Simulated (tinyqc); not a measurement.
Frequency dispersion of an accumulation capacitance by border traps, distributed model: one step of the calculation.

Traps spread evenly through the insulator exchange electrons with the semiconductor by tunnelling, with tau(x) = t0 exp(2 ka x) at depth x from the interface. The admittance per area Y seen at depth x obeys dY/dx = -Y^2/(i w eps0 eox) + q Nb ln(1 + i w tau)/tau, with Y(0) = i w Cs and w = 2 pi f; the gate sees Y(tox) = G + i w C. Working variable y = Y/(i w), in uF/cm^2. Cox = eps0 eox/tox.

Question. Midpoint steps through the active depth. In terms of y: dy/dx = -y^2/(eps0 eox) + s(x), s = q Nb ln(1 + z)/z, z = i w tau. 9 midpoint steps of h = xe/9: y_half = y + (h/2) y'(x, y), y(new) = y + h y'(x + h/2, y_half).

Parameters, values chosen for the exercise; permittivity close to that of hafnium oxide:
```
symbol,value,unit,meaning
eox,18.9,,relative permittivity of the insulator
Cs,7.9,uF/cm^2,semiconductor capacitance in accumulation
Nb,1.1e19,cm^-3 eV^-1,density of border traps
ka,3.1,1/nm,decay constant of the wave function in the insulator
t0,1e-10,s,time constant of a trap at the interface
f,10000,Hz,frequency
xe,2.7,nm,depth down to which the steps are taken
```

Constants: q = 1.602176634e-19 C, eps0 = 8.8541878128e-14 F/cm where lengths are in cm. Results are converted to the units shown.

Give: x; s; y.

Answer.

```
point	x (nm)	s (uF/(cm^2 nm))	y (uF/cm^2)
0	0	0.17624+0.00000i	7.9000+0.0000i
1	0.30000	0.17624+0.00000i	6.9799+0.0000i
2	0.60000	0.17624-0.00002i	6.2590+0.0000i
3	0.90000	0.17624-0.00015i	5.6806+0.0000i
4	1.2000	0.17623-0.00094i	5.2073-0.0001i
5	1.5000	0.17596-0.00604i	4.8136-0.0008i
6	1.8000	0.16597-0.03554i	4.4813-0.0051i
7	2.1000	0.07655-0.06842i	4.1855-0.0227i
8	2.4000	0.01467-0.02809i	3.9035-0.0327i
9	2.7000	0.00235-0.00717i	3.6506-0.0324i
```

Numbers from tinyqc (`OMP_NUM_THREADS=1 python tinyqc.py 2202042 2202043 out.jsonl`; about 0.5 s on one thread of a shared Intel Xeon 2.30GHz).
